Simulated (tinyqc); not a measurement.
Trap-assisted generation and recombination current of an abrupt junction. Changing the reverse bias V_r. Computed by tinyqc, a small Python program. Command: `OMP_NUM_THREADS=1 python tinyqc.py 3005566 3005567 out.jsonl junctionleak sweep`. One thread of a shared host (Intel(R) Xeon(R) Processor @ 2.30GHz), about 0.02 s of CPU time with the checks.

Depletion approximation, flat quasi-Fermi levels across the depleted layer, long neutral regions with minority lifetimes tau_n and tau_p, full ionisation and Boltzmann statistics. Voltages in exponents stand for e V.

Inputs (values chosen for the exercise, with bands and screening modelled on InP):

| quantity | value | unit |
|---|---|---|
| gap E_g | 1.36 | eV |
| electron mass m_e | 0.077 | m_0 |
| valleys M_c | 1 | - |
| hole mass m_h | 0.617 | m_0 |
| dielectric constant eps | 12.6 | - |
| acceptor density N_A | 2.6e+17 | cm^-3 |
| donor density N_D | 3.1e+18 | cm^-3 |
| capture time tau_n | 1.5e-07 | s |
| capture time tau_p | 8.4e-09 | s |
| trap level E_t - E_i | 0 | eV |
| electron diffusion coefficient D_n | 10 | cm^2/s |
| hole diffusion coefficient D_p | 2.3 | cm^2/s |
| temperature T | 350 | K |
| tunnelling mass m_t | 0.33 | m_0 |

Field enhancement: Hurkx tunnelling factor.

Constants: k_B = 8.617333262e-05 eV/K; m_0 = 9.1093837015e-31 kg; k_B = 1.380649e-23 J/K; h = 6.62607015e-34 J s; e = 1.602176634e-19 C; eps_0 = 8.8541878128e-12 F/m; hbar = 1.054571817e-34 J s.

Method:
- N_c = 2 M_c (2 pi m_e k_B T/h^2)^(3/2) and N_v = 2 (2 pi m_h k_B T/h^2)^(3/2), masses in units of m_0.
- n_i = sqrt(N_c N_v) exp(-E_g/2 k_B T); V_bi = (k_B T/e) ln(N_A N_D/n_i^2); diffusion saturation current J_d0 = e n_i^2 [sqrt(D_n/tau_n)/N_A + sqrt(D_p/tau_p)/N_D].
- W = sqrt(2 eps eps_0 (V_bi - V)(1/N_A + 1/N_D)/e), x_p = W N_D/(N_A + N_D), x_n = W - x_p, peak field F_m = 2 (V_bi - V)/W; reverse bias means V = -V_r.
- Both capture times are divided by 1 + Gamma, Gamma = 2 sqrt(3 pi) (F/F_G) exp((F/F_G)^2), F_G = sqrt(24 m_t (k_B T)^3)/(e hbar) (the low-field Hurkx form), F being the local field, linear in x from 0 at the edges to F_m.
- Potential from the p edge: phi = (V_bi - V) x^2/(x_p W) on the p side and (V_bi - V)[1 - (W - x)^2/(x_n W)] on the n side; p = N_A exp(-phi/k_B T), n = n_i^2 exp(V/k_B T)/p; U = (n p - n_i^2)/[tau_p (n + n_i exp(dE/k_B T)) + tau_n (p + n_i exp(-dE/k_B T))], dE = E_t - E_i, n1 = n_i exp(dE/k_B T), p1 = n_i exp(-dE/k_B T); J_t = e int U dx by the trapezoid rule on 400 intervals on each side.
- Generation lifetime tau_g = tau_p exp(dE/k_B T) + tau_n exp(-dE/k_B T); textbook estimate e n_i W/tau_g; generation current J_g = -J_t; total = J_g + J_d0 (1 - exp(-V_r/k_B T)).

One run for each value:

| reverse bias V_r (V) | generation current (A/cm^2) | W (nm) | peak field F_m (V/cm) | estimate e n_i W/tau_g (A/cm^2) | total reverse current (A/cm^2) |
|---|---|---|---|---|---|
| 0.10 | 1.761e-09 | 89.6 | 3.087e+05 | 4.713e-09 | 1.761e-09 |
| 0.20 | 2.783e-09 | 92.8 | 3.197e+05 | 4.880e-09 | 2.783e-09 |
| 0.40 | 4.742e-09 | 98.8 | 3.405e+05 | 5.199e-09 | 4.742e-09 |
| 0.79 | 8.712e-09 | 109.7 | 3.779e+05 | 5.770e-09 | 8.712e-09 |
| 1.60 | 1.790e-08 | 129.4 | 4.457e+05 | 6.805e-09 | 1.790e-08 |
| 3.20 | 4.158e-08 | 161.3 | 5.558e+05 | 8.485e-09 | 4.158e-08 |
| 6.30 | 1.242e-07 | 209.8 | 7.228e+05 | 1.104e-08 | 1.242e-07 |
| 13.00 | 7.611e-07 | 288.0 | 9.920e+05 | 1.515e-08 | 7.611e-07 |
| 25.00 | 1.431e-05 | 390.6 | 1.346e+06 | 2.055e-08 | 1.431e-05 |

Over the rows, generation current (A/cm^2) rises from 1.76e-9 to 1.43e-5 (exponent d ln y / d ln x 0.66 between the first rows and 4.5 between the last); W (nm) rises from 89.6 to 391 (exponent d ln y / d ln x 0.050 between the first rows and 0.47 between the last); peak field F_m (V/cm) rises from 309000 to 1.35e6 (exponent d ln y / d ln x 0.050 between the first rows and 0.47 between the last). At the high end the exponent of W is 0.47, close to 0.50: W goes as sqrt(V_bi + V_r). The generation current passes e n_i W/tau_g where the field enhancement 1 + Gamma outweighs the dead zones at the edges.

Caution (all rows): one side is doped near or above its effective density of states, so Boltzmann statistics understate V_bi. Caution (rows 3.20, 6.30, 13.0, 25.0): at such a field avalanche multiplication or band-to-band tunnelling, left out here, may dominate the reverse current.

Extremes, crossings and ranges named in words are read from the listed rows.
